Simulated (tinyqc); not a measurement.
Isotope shift of the local mode: vibrations of a mass or spring defect in a linear chain. Computed by tinyqc, a small Python program. Command: `OMP_NUM_THREADS=1 python tinyqc.py 3030870 3030871 out.jsonl localmode walk`. One thread of a shared host (Intel(R) Xeon(R) Processor @ 2.30GHz), about 0.01 s of CPU time with the checks.

A ring of N atoms with nearest-neighbour springs k and motion along the chain. Atom 1 is the defect, of mass M', and its two springs are k'. All other atoms have the mass M.

Inputs (values chosen for the exercise, for a model chain):
```
quantity                         value           unit
spring constant k                 5.45  eV/angstrom^2
host mass M                       78.9              u
defect mass M'                    11.7              u
spring ratio k'/k at the defect   0.94              -
isotope mass step                    2              u
```

Host: monatomic.

Constants: nu for 1 eV/(angstrom^2 u) = 15.6333042 THz.

Method:
- Host band: lambda from 0 to 4k/M.
- nu = 15.6333042 THz x sqrt(lambda), lambda in eV/(angstrom^2 u).
- D_ii = (sum of the two springs at i)/M_i, D_ij = -k_ij/sqrt(M_i M_j) for neighbours, closed into a ring.
- The same matrix for 120 atoms; amplitudes are the mass-weighted eigenvector, in size, relative to the defect, for the highest mode; its weight is the squared component of the normalised eigenvector on the defect.
- Raise M' by the isotope step in the 120-atom ring. First order, good only for a step much smaller than M': Delta nu/nu = -(1/2) (weight on the defect) Delta M'/M'; a defect vibrating against fixed neighbours would give sqrt(M'/(M' + step)) - 1.

highest frequency, long ring = 15.2073 THz

weight of the highest mode on the defect = 0.919019

shift, exact = -6.9400 %

shift, first order = -7.8549 %

shift, fixed neighbours = -7.5871 %

What follows from these numbers?

The shift is 91 % of the fixed-neighbour value; all other atoms together carry 8 % of the kinetic energy of the mode.

Extremes, crossings and ranges named in words are read from the listed rows.
